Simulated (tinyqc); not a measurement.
Threshold-voltage variability of a planar MOSFET, analytic estimates: a gate of 3 grains.

Three independent sources add in quadrature: random dopants in the depleted layer, metal-gate grains of two orientations, and roughness of the two gate edges acting through the roll-off VT = VT(long) - Vr exp(-L/l). These are first-order estimates: no three-dimensional electrostatics, no percolation.

Each of 3 equal grains has the higher work function with probability p; the threshold shift is dW (j/3 - p) for j such grains, and the off current changes by exp(-shift/(n Vt)).

Values chosen for this exercise; material values close to those of silicon: temperature T = 300 K; work-function difference of the two grain orientations dW = 0.2 eV; share of the orientation of higher work function p = 0.6; subthreshold factor n = 1.1.

Constants: q = 1.602176634e-19 C, kB = 1.380649e-23 J/K, Vt = kB T/q. Results are converted to the units shown.

Distribution:
```
j,probability,shift (mV),Ioff factor,probability x factor
0,0.06400,-120.0,68.02,4.353
1,0.2880,-53.3,6.524,1.879
2,0.4320,13.3,0.6257,0.2703
3,0.2160,80.0,0.06001,0.01296
```

What do the numbers show?

The standard deviation is dW sqrt(p (1 - p)/3) = 56.6 mV. The mean off current is 6.52 times the nominal one; the log-normal formula exp(s^2/(2 (n Vt)^2)) gives 7.23. Devices with j = 0, 6.4 % of all, carry 67 % of the mean leakage.

Program tinyqc, `OMP_NUM_THREADS=1 python tinyqc.py 2090169 2090170 out.jsonl`; Intel Xeon 2.30GHz, shared host, one thread, about 0.02 s.
